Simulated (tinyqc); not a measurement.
Changing the Ge fraction x: composition and strain of an epitaxial Si(1-x)Ge(x) layer from Raman and X-ray peaks. Computed by tinyqc, a small Python program. Command: `OMP_NUM_THREADS=1 python tinyqc.py 3016718 3016719 out.jsonl epiraman sweep`. One thread of a shared host (Intel(R) Xeon(R) Processor @ 2.30GHz), about 0.01 s of CPU time with the checks.

A (001) layer, biaxially strained in the plane. The Raman peaks follow empirical lines omega = w0 + c1 x + c3 x^3 + b eps (c3 for Si-Ge alone), with eps the in-plane strain.

Inputs (values chosen for the exercise, modelled on silicon-germanium):

| quantity | value | unit |
|---|---|---|
| degree of relaxation R | 0.91 | - |
| lattice constant of Si | 5.431 | angstrom |
| lattice constant of Ge | 5.658 | angstrom |
| bowing B | 0.026 | angstrom |
| 2 C12/C11 of Si | 0.775 | - |
| 2 C12/C11 of Ge | 0.754 | - |
| Si-Si: w0 | 520.9 | 1/cm |
| Si-Si: c1 | -68.9 | 1/cm |
| Si-Si: strain coefficient b | -775 | 1/cm |
| Si-Ge: w0 | 400.5 | 1/cm |
| Si-Ge: c1 | 25.5 | 1/cm |
| Si-Ge: c3 | -33.3 | 1/cm |
| Si-Ge: strain coefficient b | -587 | 1/cm |
| Ge-Ge: w0 | 280.2 | 1/cm |
| Ge-Ge: c1 | 18.8 | 1/cm |
| Ge-Ge: strain coefficient b | -456 | 1/cm |
| X-ray wavelength | 1.540598 | angstrom |

Substrate: germanium.

Method:
- Relaxed lattice constant a(x) = a_Si + (a_Ge - a_Si) x - B x (1 - x).
- In-plane constant a_par = a_sub + R (a(x) - a_sub); eps = a_par/a(x) - 1; eps_perp = -(2 C12/C11) eps with 2 C12/C11 linear in x; a_perp = a(x) (1 + eps_perp).
- Insert x and eps in the three lines; the strain part is b eps.
- Bragg angle theta = arcsin(2 lambda/a) for (004), for the substrate with a_sub and the layer with a_perp; separation in arc seconds.

One run for each value:

| Ge fraction x | Si-Si peak (1/cm) | Si-Ge peak (1/cm) | Ge-Ge peak (1/cm) | in-plane strain eps (per mille) | separation, layer less substrate (arcsec) |
|---|---|---|---|---|---|
| 0.08 | 512.69 | 400.48 | 280.12 | 3.4821 | 5607.4 |
| 0.18 | 506.07 | 403.06 | 282.16 | 3.1269 | 5028.4 |
| 0.29 | 498.80 | 405.48 | 284.41 | 2.7292 | 4381.9 |
| 0.40 | 491.54 | 407.20 | 286.66 | 2.3243 | 3726.0 |
| 0.50 | 484.94 | 407.94 | 288.71 | 1.9502 | 3121.8 |
| 0.60 | 478.34 | 407.69 | 290.76 | 1.5705 | 2510.4 |
| 0.71 | 471.09 | 406.01 | 293.03 | 1.1467 | 1830.0 |
| 0.82 | 463.85 | 402.63 | 295.29 | 0.7167 | 1141.8 |
| 0.92 | 457.26 | 397.84 | 297.35 | 0.3204 | 509.8 |

Describe and explain the trends.

Over the rows, Si-Si peak (1/cm) falls from 513 to 457 (exponent d ln y / d ln x -0.016 between the first rows and -0.12 between the last); Si-Ge peak (1/cm) goes from 400 through a maximum among these rows, 408 at 0.500, to 398; Ge-Ge peak (1/cm) rises from 280 to 297 (exponent d ln y / d ln x 0.0090 between the first rows and 0.060 between the last). Composition and strain both change with x. The Si-Si peak moves by -66.0 per cm per unit x on average, against c1 = -68.9 without strain: eps moves towards compression as x grows, which offsets part of the fall, in proportion to 1 - R.

Caution (rows 0.0800, 0.180, 0.820, 0.920): near either end one of the like-atom peaks is weak, since its intensity follows the number of such bonds.

Extremes, crossings and ranges named in words are read from the listed rows.
